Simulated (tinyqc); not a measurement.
Full law against its linear and parabolic limits: Deal-Grove kinetics of thermal oxidation of silicon. Computed by tinyqc, a small Python program. Command: `OMP_NUM_THREADS=1 python tinyqc.py 3018522 3018523 out.jsonl oxide walk`. One thread of a shared host (Intel(R) Xeon(R) Processor @ 2.30GHz), about 0.09 s of CPU time with the checks.

Oxidant diffuses through the oxide and reacts at the interface, so that dx/dt = B/(A + 2x) for the oxide thickness x.

Inputs (values chosen for the exercise, close to those used for silicon):

| quantity | value | unit |
|---|---|---|
| prefactor B0 | 771 | um^2/h |
| activation energy E_B | 1.22 | eV |
| prefactor (B/A)0 | 6.93e+06 | um/h |
| activation energy E_A | 2.01 | eV |
| temperature T | 1000 | C |
| oxidant pressure p | 0.1 | atm |
| pressure exponent m of B/A | 0.77 | - |
| initial oxide x_i | 0.1 | um |
| time t | 11 | h |

Ambient: dry oxygen. Surface: (111).

Constants: k_B = 8.617333262e-05 eV/K.

Method:
- B = B0 p exp(-E_B/(k_B T)), B/A = (B/A)0 p^m exp(-E_A/(k_B T)), p in atm; A = B/(B/A).
- Temperatures in kelvin are T(C) + 273.15.
- tau = (x_i^2 + A x_i)/B and x = (A/2) [sqrt(1 + 4 B (t + tau)/A^2) - 1], the root of x^2 + A x = B (t + tau).
- Silicon consumed is 0.44 times the oxide grown; the rate is B/(A + 2x).
- Linear limit x = (B/A)(t + tau); parabolic limit x = sqrt(B (t + tau)).

tau = 16.4455 h

length A = 0.0878102 um

parabolic constant B = 0.00114201 um^2/h

linear constant B/A = 0.0130055 um/h

Thickness (um):

| t (h) | full | linear limit | parabolic limit | 2x/A |
|---|---|---|---|---|
| 0.05 | 0.10020 | 0.21453 | 0.13725 | 2.2822 |
| 0.1 | 0.10040 | 0.21518 | 0.13746 | 2.2867 |
| 0.25 | 0.10099 | 0.21713 | 0.13808 | 2.3002 |
| 0.5 | 0.10197 | 0.22038 | 0.13911 | 2.3225 |
| 1 | 0.10391 | 0.22689 | 0.14115 | 2.3668 |
| 2 | 0.10773 | 0.23989 | 0.14514 | 2.4537 |
| 4 | 0.11508 | 0.26590 | 0.15280 | 2.6211 |
| 8 | 0.12885 | 0.31793 | 0.16708 | 2.9348 |
| 16 | 0.15353 | 0.42197 | 0.19249 | 3.4969 |
| 32 | 0.19537 | 0.63006 | 0.23521 | 4.4499 |

Both limits lie above the full result, since each drops one resistance. The linear law overshoots by 110 % in the first row and 220 % in the last, the parabolic law by 37 % and 20 %. The parabolic law is the better one in every row, as 2x/A stays above 1.24.
